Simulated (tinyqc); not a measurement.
Worked calculation: empirical pseudopotential in a few plane waves. One step of it, computed by the program tinyqc.

Task: Levels at G. Diagonalise the Hermitian matrix.

H(k) at G (eV), lower triangle:
```
           +0+0+0     -1-1-1     -1-1+1     -1+1-1     -1+1+1     +1-1-1     +1-1+1     +1+1-1
+0+0+0   0.000000
-1-1-1   1.866411  14.809001
-1-1+1  -1.866411   0.000000  14.809001
-1+1-1  -1.866411   0.000000   0.666679  14.809001
-1+1+1  -1.866411  -0.666679   0.000000   0.000000  14.809001
+1-1-1  -1.866411   0.000000   0.666679   0.666679   0.000000  14.809001
+1-1+1  -1.866411  -0.666679   0.000000   0.000000   0.666679   0.000000  14.809001
+1+1-1  -1.866411  -0.666679   0.000000   0.000000   0.666679   0.000000   0.666679  14.809001
+1+1+1   1.866411   0.000000  -0.666679  -0.666679   0.000000  -0.666679   0.000000   0.000000
-2+0+0   0.000000  -1.866411  -1.866411  -1.866411   1.866411   0.769654  -0.769654  -0.769654
+0-2+0   0.000000  -1.866411  -1.866411   0.769654  -0.769654  -1.866411   1.866411  -0.769654
+0+0-2   0.000000  -1.866411   0.769654  -1.866411  -0.769654  -1.866411  -0.769654   1.866411
+0+0+2   0.000000  -0.769654   1.866411  -0.769654  -1.866411  -0.769654  -1.866411   0.769654
+0+2+0   0.000000  -0.769654  -0.769654   1.866411  -1.866411  -0.769654   0.769654  -1.866411
+2+0+0   0.000000  -0.769654  -0.769654  -0.769654   0.769654   1.866411  -1.866411  -1.866411

           +1+1+1     -2+0+0     +0-2+0     +0+0-2     +0+0+2     +0+2+0     +2+0+0
+1+1+1  14.809001
-2+0+0  -0.769654  19.745335
+0-2+0  -0.769654   0.666679  19.745335
+0+0-2  -0.769654   0.666679   0.666679  19.745335
+0+0+2  -1.866411  -0.666679  -0.666679   0.000000  19.745335
+0+2+0  -1.866411  -0.666679   0.000000  -0.666679   0.666679  19.745335
+2+0+0  -1.866411   0.000000  -0.666679  -0.666679   0.666679   0.666679  19.745335
```

Give: eigenvalues.

Result:

eigenvalues (eV): -1.5204  10.9736  10.9736  10.9736  14.1423  14.1423  14.1423  14.8901  18.3294  18.4120  18.4120  22.9141  22.9141  22.9141  24.3310
